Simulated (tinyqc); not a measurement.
What moves the results: two-band k.p model of the Delta valleys near the X point under shear strain. A value that a table varies takes the place of the one given here.

Valley pair on the [001] axis, kz counted from the X point, c = hbar^2/2m0, k0 = kx0 2 pi/a. H = (c kz^2/ml + c (kx^2 + ky^2)/mt + c k0^2/ml) 1 + (2 c k0 kz/ml) sigma_z + (D exy - 2 c kx ky/Mp) sigma_x, so E = c kz^2/ml + c (kx^2 + ky^2)/mt + c k0^2/ml -/+ sqrt((2 c k0 kz/ml)^2 + (D exy - 2 c kx ky/Mp)^2). Without strain the lower band has its minima, E = 0, at kz = +/- k0. Shifts from diagonal strain are left out.

For |eta| < 1: k_min = k0 sqrt(1 - eta^2), E_min = -Delta eta^2/2, ml(eta) = ml/(1 - eta^2), 1/m[110] = 1/mt + eta/Mp, 1/m[1-10] = 1/mt - eta/Mp. For |eta| > 1 the minimum sits at X: E_min = -Delta (2 |eta| - 1)/2, ml(eta) = ml/(1 - 1/|eta|), and eta is replaced by its sign in the transverse masses. Here Delta = 2 c k0^2/ml and eta = D exy/Delta.

s11 = (C11 + C12)/((C11 - C12)(C11 + 2 C12)), s12 = -C12/((C11 - C12)(C11 + 2 C12)), s44 = 1/C44; exx = s11 sxx + s12 (syy + szz) and cyclic, exy = s44 sxy/2; tension is positive. A uniaxial stress X along the unit vector n is s_ij = X n_i n_j.

Constants: hbar^2/2m0 = 3.80998211 eV angstrom^2; kB = 8.617333262e-05 eV/K.

Values chosen for the exercise (near those of Si; shifted at random, so the results belong to these values and not to a real crystal):
- a = 5.435 angstrom (lattice constant)
- ml = 0.943 m0 (longitudinal mass)
- mt = 0.192 m0 (transverse mass)
- kx0 = 0.145 2 pi/a (distance of the minimum from X)
- D = 14.4 eV (shear deformation potential)
- Mp = 0.242 m0 (coupling mass)
- C11 = 162.6 GPa
- C12 = 64.2 GPa
- C44 = 80.4 GPa
- Xu = 9.42 eV (uniaxial potential)
- T = 400 K (temperature)
- exy = -0.0035 (shear strain)

## Sweep of the shear strain

Delta = 2 c k0^2/ml, eta = D exy/Delta.

The minimum:
```
exy,eta,k_min/k0,E_min (meV),ml(eta),m[110],m[1-10],density-of-states mass
0.0000,0.000,1.000,0.0,0.943,0.1920,0.1920,0.326
0.0016,0.101,0.995,-1.2,0.953,0.1777,0.2088,0.328
0.0039,0.247,0.969,-6.9,1.004,0.1605,0.2389,0.338
0.0079,0.501,0.865,-28.5,1.259,0.1374,0.3187,0.381
0.0118,0.748,0.663,-63.6,2.143,0.1205,0.4726,0.496
0.0142,0.901,0.435,-92.1,4.990,0.1120,0.6725,0.722
0.0189,1.199,0.000,-158.6,5.690,0.1071,0.9293,0.827
0.0252,1.598,0.000,-249.4,2.519,0.1071,0.9293,0.631
```

What does this show?

The valleys reach X at eta = 1, that is exy = 0.0158. The shift is quadratic up to eta = 1 (-6.9 meV at eta = 0.25, -28.5 meV at 0.50) and linear beyond, while 1/m[110] rises linearly, taking m[110] from 0.192 to its floor 0.1071, a gain of 79 % in 1/m. ml(eta) diverges at eta = 1; the largest value listed is 5.69. A deformation-potential model with fixed masses misses all of this.

## Tension along [110]: repopulation and mass change

The z valleys move against the x and y valleys by Xu (ezz - exx) and, through the shear, by E_min. Share of the z valleys n = w/(w + 2 exp(dE/kT)), dE the total relative shift, w = sqrt(ml(eta) m[110] m[1-10]/(ml mt^2)). Along [110]: 1/m_c = n/m[110] + (1 - n)(1/ml + 1/mt)/2. Fixed masses means E_min = 0, w = 1, m[110] = mt. Gains are against 3/(1/ml + 2/mt) at a fixed scattering time.

Results:
```
X (GPa),Xu (ezz - exx) (meV),E_min (meV),m[110],m_c fixed masses,m_c with shear,gain fixed (%),gain with shear (%)
0.00,0.0,0.0,0.1920,0.2614,0.2614,0.0,0.0
0.25,-12.0,-0.3,0.1848,0.2504,0.2449,4.4,6.7
0.50,-23.9,-1.1,0.1781,0.2397,0.2272,9.1,15.0
1.00,-47.9,-4.4,0.1660,0.2213,0.1937,18.1,34.9
1.50,-71.8,-9.9,0.1555,0.2086,0.1683,25.3,55.4
2.00,-95.7,-17.7,0.1462,0.2008,0.1512,30.1,72.8
3.00,-143.6,-39.7,0.1307,0.1943,0.1312,34.5,99.2
```

What does this show, and why?

At 1 GPa repopulation alone gives 18.1 % and the shear terms raise it to 34.9 %. From 2 to 3 GPa the fixed-mass gain grows by 4.4 points, towards its ceiling of 36.1 % when all electrons sit in the z valleys, whereas the gain with shear grows by 26.4 points because m[110] keeps falling.

## What each parameter does

Delta = 2 c k0^2/ml, eta = D exy/Delta. Each row changes one parameter from the base and keeps the others.

Results:
```
case,eta,E_min (meV),ml(eta) (m0),m[110] (m0),m[1-10] (m0)
base,-0.2220,-5.59,0.9919,0.2330,0.1633
ml = 0.87699 m0,-0.2064,-5.20,0.9160,0.2296,0.1650
mt = 0.20544 m0,-0.2220,-5.59,0.9919,0.2531,0.1729
kx0 = 0.13485 2 pi/a,-0.2566,-6.47,1.0095,0.2411,0.1595
D = 15.408 eV,-0.2375,-6.40,0.9994,0.2366,0.1616
Mp = 0.22506 m0,-0.2220,-5.59,0.9919,0.2369,0.1614
exy = -0.00326,-0.2067,-4.85,0.9851,0.2297,0.1649
```

What does this show?

The largest shifts from the base row, up to three for each result and ties (the steps differ in size, so this ranks the rows, not the parameters). eta: kx0 -0.0347, D -0.0155, ml +0.0155; unchanged at the printed digits by mt and Mp. E_min (meV): kx0 -0.87, D -0.81, exy +0.74; unchanged at the printed digits by mt and Mp. ml(eta) (m0): ml -0.0758, kx0 +0.0176, D +0.0075; unchanged at the printed digits by mt and Mp. m[110] (m0): mt +0.0201, kx0 +0.0080, Mp +0.0038. m[1-10] (m0): mt +0.0096, kx0 -0.0037, Mp -0.0018.

Computed by tinyqc, a small Python program: `OMP_NUM_THREADS=1 python tinyqc.py 1080579 1080580 out.jsonl` (the numbers bound the seed that draws the inputs); one thread of a shared host (Intel(R) Xeon(R) Processor @ 2.30GHz), about 0.01 s for the whole set of steps.
